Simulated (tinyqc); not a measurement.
Resistance of a tapered via with liner, size effect and interface: one step of the calculation.

A round via whose diameter grows from db at the bottom as D(z) = db + 2 z/tan(ang). The fill, of diameter D - 2 tl, starts above the bottom liner (thickness fb tl) and has rho = rho0 (1 + ks lam/(D - 2 tl)); the sidewall liner conducts in parallel with it. The bottom liner and the interface are crossed over the full area pi db^2/4. Spreading in the lines above and below is left out.

Problem. Total resistance. R_fill = sum of the slices; R_bottom = rl fb tl/(pi db^2/4); R_interface = ri/(pi db^2/4); ballistic (Sharvin) limit 1/(Sb pi (db - 2 tl)^2/4); ideal cylinder rho0 hv/(pi db^2/4).

Inputs (values chosen for the exercise); fill metal close to cobalt:
- db = 15 nm (diameter at the bottom)
- hv = 19 nm (height)
- rho0 = 6.35 uohm cm (bulk resistivity of the fill)
- tl = 1.8 nm (liner on the sidewall)
- fb = 0.5 (liner at the bottom over that on the sidewall)
- rl = 340 uohm cm (resistivity of the liner)
- ri = 2.1e-12 ohm cm^2 (interface resistivity at the bottom)
- Sb = 1e15 S/m^2 (ballistic conductance per area, about 3/(4 rho0 lam))

slice resistance, slice 0 to 7 (ohm): [2.3026606, 2.2293073, 2.1592998, 2.0924423, 2.0285526, 1.9674614, 1.9090111, 1.8530548]

Wanted: parts; R; shares; ballistic limit; ideal cylinder.

Solution.

parts (ohm): fill 16.542, bottom liner 17.316, interface 1.1884
R = 35.046 ohm
shares (%): fill 47.200, bottom liner 49.409, interface 3.391
ballistic limit = 9.7972 ohm
ideal cylinder = 6.8274 ohm

The bottom liner is the largest part, and R is 5.13 times the ideal cylinder. With 2000 slices R = 35.047 ohm.

Computed by the program tinyqc: `OMP_NUM_THREADS=1 python tinyqc.py 2750176 2750177 out.jsonl`, one thread of a shared Intel Xeon 2.30GHz, about 0.01 s for the whole run.
